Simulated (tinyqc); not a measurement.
# Changing the band gap E_g

Model: two-band model of a narrow-gap semiconductor with electrons and holes. Computed by tinyqc, a small Python program. Command: `OMP_NUM_THREADS=1 python tinyqc.py 3017026 3017027 out.jsonl bipolar sweep`. One thread of a shared host (Intel(R) Xeon(R) Processor @ 2.30GHz), about 0.07 s of CPU time with the checks.

Two parabolic bands with acoustic scattering (r = -1/2, a = 0), a gap that does not change with T, and fully ionised dopants. Melting is ignored, so values above the melting point are formal, and kappa_L does not change with T. eta_n = (E_F - E_c)/(k_B T), eta_p = -eta_n - E_g/(k_B T).

Inputs (values chosen for the exercise, modelled on Mg2Si):
```
quantity,value,unit
electron mass m_n,0.86,m_0
hole mass m_p,1.4,m_0
"electron mobility parameter mu_300,n",290,cm^2/(V s)
"hole mobility parameter mu_300,p",55,cm^2/(V s)
temperature exponent p,1.5,-
net doping N,7.4e+19,1/cm^3
lattice thermal conductivity kappa_L,3.8,W/(m K)
temperature T,690,K
```

Doping: p-type.

Constants: k_B = 8.617333262e-05 eV/K; m_0 = 9.1093837015e-31 kg; k_B = 1.380649e-23 J/K; hbar = 1.054571817e-34 J s; e = 1.602176634e-19 C.

Method:
- With x = E/(k_B T), a = alpha k_B T (0 for a parabolic band), G = x (1 + a x), D = 1 + 2 a x and <y> = int y f (1 - f) dx, f = 1/(1 + exp(x - eta)): tau = tau_0 G^r/D; transport function s = G^(3/2 + r)/D^2; n = N_0 <G^(3/2)> with N_0 = (2 m k_B T)^(3/2)/(3 pi^2 hbar^3).
- Integrals over x = E/(k_B T) use 160 Gauss-Legendre points in u = sqrt(x) from 0 to sqrt(max(eta, 0) + 32).
- Neutrality: p - n = N, with n = N_0(m_n) <x^(3/2)> at eta_n and p = N_0(m_p) <x^(3/2)> at eta_p.
- sigma = e mu_0 N_0 <s> with mu_0 = e tau_0/m = mu_300 (T/300 K)^(-p); |S| = (k_B/e)(<x s>/<s> - eta); Lorenz number L = (k_B/e)^2 (<x^2 s>/<s> - (<x s>/<s>)^2); kappa_e = L sigma T; zT = S^2 sigma T/(kappa_L + kappa_e).
- Hall factor r_H = <x^(3/2)> <x^(1/2)>/<s>^2.
- Both bands together (these totals replace the one-band zT): sigma = sigma_n + sigma_p; S = (sigma_p |S_p| - sigma_n |S_n|)/sigma; kappa_bip = (sigma_n sigma_p/sigma)(|S_n| + |S_p|)^2 T; kappa_e = (L_n sigma_n + L_p sigma_p) T; zT = S^2 sigma T/(kappa_L + kappa_e + kappa_bip); weak-field R_H = (r_p sigma_p^2/p - r_n sigma_n^2/n)/(e sigma^2), where the Hall factors r_n and r_p are <x^(3/2)> <x^(1/2)>/<s>^2.

One run for each value:
```
band gap E_g (eV),Seebeck coefficient S (microvolt/K),bipolar thermal conductivity (W/(m K)),zT,conductivity sigma (S/cm)
0.16,36.68,1.1455e+00,0.00376,209.25
0.30,194.09,3.0509e-01,0.08535,139.77
0.42,229.18,6.3703e-02,0.11978,132.45
0.59,235.96,5.7815e-03,0.12783,131.38
0.82,236.47,1.9586e-04,0.12851,131.31
1.10,236.49,2.8071e-06,0.12853,131.31
1.60,236.49,1.1734e-09,0.12853,131.31
```

Give the missing row, band gap E_g (eV) = 0.22.

Computed row; columns: (1) band gap E_g (eV); (2) Seebeck coefficient S (microvolt/K); (3) bipolar thermal conductivity (W/(m K)); (4) zT; (5) conductivity sigma (S/cm):
```
(1)      (2)         (3)      (4)     (5)
0.22  120.81  7.2667e-01  0.03478  162.40
```

Interpolating between the two neighbouring rows (the first column on a logarithmic scale, the others too where they are positive) misses most in zT, by 47 %. Over the rows, Seebeck coefficient S (microvolt/K) rises from 36.7 to 236; bipolar thermal conductivity (W/(m K)) falls from 1.15 to 1.17e-9 (exponent d ln y / d ln x -1.4 between the first rows and -21 between the last); zT rises from 0.00376 to 0.129. E_g/(k_B T) runs from 2.7 to 26.9; between the last rows ln(kappa_bip) falls by 0.93 per k_B T of gap (in the limit of gaps of very many k_B T, 1 while doping fixes the majority density and 1/2 in intrinsic material).
